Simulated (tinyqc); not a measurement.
Valley-orbit splitting of a donor ground state, with strain: one step, computed by the program tinyqc. Command: `OMP_NUM_THREADS=1 python tinyqc.py 3001592 3001593 out.jsonl valleyorbit walk`. One thread of a shared host (Intel(R) Xeon(R) Processor @ 2.30GHz), about 0.01 s of CPU time with the checks.

The basis is the 1s envelope in each valley; energies are counted from the unstrained conduction-band edge. The strain is e_s (a a^T - 1/3) for the unit stress axis a, so valley j along n_j moves by Xi_u e_s w_j with w_j = (n_j.a)^2 - 1/3: -1/3 for x and y, +2/3 for z.

Task: Levels without strain. By symmetry: E(A1) = E_0 + Lambda + 4 Delta_1 + Delta_2 (one state), E(T2) = E_0 + Lambda - Delta_2 (three), E(E) = E_0 + Lambda - 2 Delta_1 + Delta_2 (two), as binding energies.

Inputs (values chosen for the exercise, for a model many-valley semiconductor):
```
quantity                          value  unit
single-valley binding energy E_0   30.1   meV
central-cell shift Lambda          4.75   meV
coupling Delta_1                    2.5   meV
coupling Delta_2                   2.79   meV
```

Valleys: six along <100>. Stress axis: [001].

Give: E(A1); E(T2); E(E).

Result:

E(A1) = 47.64 meV

E(T2) = 32.06 meV

E(E) = 32.64 meV

Only A1 has all valley amplitudes in phase, so only it has weight at the nucleus. Of the upper states E is bound more strongly, because Delta_1 is smaller than Delta_2.
